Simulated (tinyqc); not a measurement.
Long-channel MOSFET, surface-potential model: one step of the calculation.

n-channel transistor on a uniformly doped p-type body, gradual-channel approximation, constant mobility, Boltzmann statistics, full ionisation. Potentials are counted from the neutral body; V is the electron quasi-Fermi potential, Vsb at the source and Vsb + Vds at the drain. Charges are magnitudes per area.

Task. Pao-Sah current by Simpson's rule. I = mu (W/L) integral of Qi dV; Simpson's rule on the 7 points, step Vds/6, weights 1, 4, 2, ..., 4, 1 times step/3.

Inputs (values chosen for the exercise); material values close to those of silicon:
- mu = 500 cm^2/(V s) (channel mobility)
- W = 2 um (gate width)
- L = 2 um (gate length)
- Vds = 1.2 V (drain-source voltage)

Qi, Pao-Sah, point 0 to 6 (nC/cm^2): 0.0083681050  7.7854930e-7  7.2354178e-11  6.7242069e-15  6.2491150e-19  5.8075903e-23  5.3972610e-27

Wanted: Pao-Sah current.

Result.

Pao-Sah current = 2.7904e-4 uA

Gauss-Legendre quadrature on many points gives 9.019e-5 uA, so this value is 3.09 times it; the charge-sheet current, 8.880e-5 uA, is 1.5 % below it.

Numbers from tinyqc (`OMP_NUM_THREADS=1 python tinyqc.py 2360173 2360174 out.jsonl`; about 0.06 s on one thread of a shared Intel Xeon 2.30GHz).
